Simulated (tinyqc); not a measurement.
Tersoff bond-order potential: one step, computed by the program tinyqc. Command: `OMP_NUM_THREADS=1 python tinyqc.py 3021406 3021407 out.jsonl tersoff walk`. One thread of a shared host (Intel(R) Xeon(R) Processor @ 2.30GHz), about 0.01 s of CPU time with the checks.

E = (1/2) sum_(i, j != i) [A exp(-lambda r_ij) - b_ij B exp(-mu r_ij)], b_ij = (1 + (beta zeta_ij)^n)^(-1/(2n)), zeta_ij = sum_(k != i, j) g(theta_ijk), g = 1 + c^2/d^2 - c^2/(d^2 + (h - cos theta)^2), with theta at atom i. Only nearest neighbours count (cut-off function 1 for them, 0 beyond).

Question. The diamond lattice. zeta = 3 g(cos theta = -1/3). With z equal bonds of order b, r = ln(lambda A/(mu b B))/(lambda - mu) and E per atom = -(z/2) b B exp(-mu r)(1 - mu/lambda). a0 = 4 r/sqrt3; B0 = phi''(r)/(3 a0) with phi'' = mu (lambda - mu) b B exp(-mu r), since b does not change under uniform scaling.

Inputs (values chosen for the exercise, modelled on carbon):
```
quantity     value        unit
A           1394.1          eV
B           345.84          eV
lambda      3.4879  1/angstrom
mu          2.2119  1/angstrom
beta      1.55e-07           -
n           0.7232           -
c            39110           -
d            4.283           -
h          -0.5622           -
```

Constants: 1 eV/angstrom^3 = 160.2176634 GPa.

Give: zeta; bond order b; bond length; energy per atom of the diamond lattice; lattice constant a0; bulk modulus B0.

Answer.

zeta = 7.123e+05

bond order b = 0.8800

bond length = 1.550 angstrom

energy per atom of the diamond lattice = -7.228 eV

lattice constant a0 = 3.579 angstrom

bulk modulus B0 = 416.1 GPa
